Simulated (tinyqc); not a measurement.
## Film and buried-oxide thickness from two coupling ratios

Question. In a depleted film -dVT/dVb is k1 = Cs Cbox/(Cox (Cs + Cbox)) for a front channel and k2 = Cbox (Cox + Cs)/(Cox Cs) for a back channel, with Cox = eps0 eox/tox, Cs = eps0 eps_r/ts, Cbox = 3.9 eps0/tb. Find ts and tb.

Parameters, values chosen for the exercise; band and dielectric values close to those of silicon:
- eps_r = 11.6 (relative permittivity)
- eox = 3.9 (relative permittivity of the gate insulator (close to silicon dioxide))
- tox = 3.7 nm (insulator thickness)

coupling ratios for a front and a back channel: 0.034663221  0.12695285

Solution. With y = Cox/Cs and z = Cox/Cbox, 1/k1 = y + z and k2 = (1 + y)/z, so y = (k2/k1 - 1)/(1 + k2); the thicknesses follow from y and z.

ts = 26.0 nm
tb = 98.0 nm

Program tinyqc, `OMP_NUM_THREADS=1 python tinyqc.py 2190111 2190112 out.jsonl`; Intel Xeon 2.30GHz, shared host, one thread, about 0.5 s.
